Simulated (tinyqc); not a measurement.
Inside a calculation. Model: surface potential of a MOS transistor: implicit equation and explicit approximations.

tinyqc, about 0.01 s, one thread, Intel Xeon 2.30GHz (shared host): `OMP_NUM_THREADS=1 python tinyqc.py 2122183 2122184 out.jsonl` Printed values are rounded.

p-type body, charge-sheet picture, depletion and inversion only, full ionisation (an idealisation for deep acceptors), Boltzmann statistics (rough once Na exp(x - xn) passes about Nc/7). In units of Vt: xg = (Vg - Vfb)/Vt, x = psi/Vt, G = gamma/sqrt(Vt), xn = (2 phiF + Vc)/Vt. The implicit equation is (xg - x)^2 = G^2 [x - 1 + exp(x - xn)] for x above about 3. Cox = eps0 eox/tox.

Inputs (values chosen for the exercise); band and dielectric values those of a made-up semiconductor: temperature T = 300 K; band gap Eg = 0.769 eV; relative permittivity eps_r = 19.8; conduction-band density of states at T Nc = 1.24e19 cm^-3; valence-band density of states at T Nv = 4.93e18 cm^-3; relative permittivity of the gate insulator (close to silicon dioxide) eox = 3.9; insulator thickness tox = 2.1 nm; acceptor density Na = 1.9e16 cm^-3; flat-band voltage Vfb = -0.84 V; channel-body voltage Vc = 0 V; gate-body voltage Vg = 0.46 V.

Constants: q = 1.602176634e-19 C, kB = 1.380649e-23 J/K, Vt = kB T/q, eps0 = 8.8541878128e-14 F/cm where lengths are in cm. Results are converted to the units shown.

Range of the model: The electron quasi-Fermi level lies less than 2 Vt below the band edge at the surface, or above it, where degeneracy and confinement, left out, matter.

## Scales

ni = sqrt(Nc Nv) exp(-Eg/(2 Vt)), Eg in volts; phiF = Vt ln(Na/ni); gamma = sqrt(2 q eps0 eps_r Na)/Cox; VT = Vfb + Vt (xn + G sqrt(xn - 1)).

phiF = 0.2288753 V
gamma = 0.06282897 V^0.5
G = 0.3907625
xn = 17.70658
VT = -0.3409589 V
xg = 50.28625

## Explicit approximation

Depletion value a = 1 + [sqrt(G^2/4 + xg - 1) - G/2]^2; inversion value b = xn + ln[(xg - xn)^2/G^2 - xn + 1] and first guess y = min(a, b) - ln(1 + exp(-|a - b|)) if a > xn + 1, else b = y = a; one second-order correction with D = exp(y - xn), p = 2 (xg - y) + G^2 (1 + D), w = (xg - y)^2 - G^2 (y - 1 + D): z = y + 2 w/(p + sqrt(p^2 - 2 (2 - G^2 D) w)), or the Newton step z = y + w/p where the root is not real.

a = 47.61822
b = 26.55086
y = 26.55086
p = 1106.507
w = -499.4166
z = 25.89254

The root of the implicit equation is x = 25.9623; y misses it by 0.59 and z by -0.070, in units of Vt.

## Starting value

x = y rounded to two decimals.

x at the start = 26.55

## Iteration 1: new x

D = exp(x - xn), f = (xg - x)^2 - G^2 (x - 1 + D), f' = -2 (xg - x) - G^2 (1 + D), x(new) = x - f/f'.

D = 6928.648
f = -498.4640
f' = -1105.597
x after iteration 1 = 26.09915

## Iteration 2: new x

As before.

D = 4414.125
f = -92.83289
f' = -722.5431
x after iteration 2 = 25.97066

## Iteration 3: new x

As before.

D = 3881.916
f = -5.315799
f' = -641.5342
x after iteration 3 = 25.96238

## Course of the iteration

Stop when the step is below 1e-11, or after 60 iterations.

Course of the iteration:
```
iteration  x before the step       step
1                      26.55     -0.451
2                   26.09915     -0.128
3                   25.97066   -8.29e-3
4                   25.96238   -3.18e-5
5                   25.96235  -4.64e-10
6                   25.96235          0
```

Converged in 6 iterations.

## Potential, charges and gate control

converged x = 25.96235

psi = Vt x; N_dep = Cox Vt G sqrt(x - 1)/q; N_inv = (Cox Vt G/q) [sqrt(x - 1 + exp(x - xn)) - sqrt(x - 1)]; dpsi/dVg = 1/[1 + G^2 (1 + exp(x - xn))/(2 (xg - x))].

psi = 0.6711786 V
N_dep = 5.180043e11 cm^-2
N_inv = 5.9357e12 cm^-2
dpsi/dVg = 0.07641324

psi lies 8.3 Vt above 2 phiF + Vc.
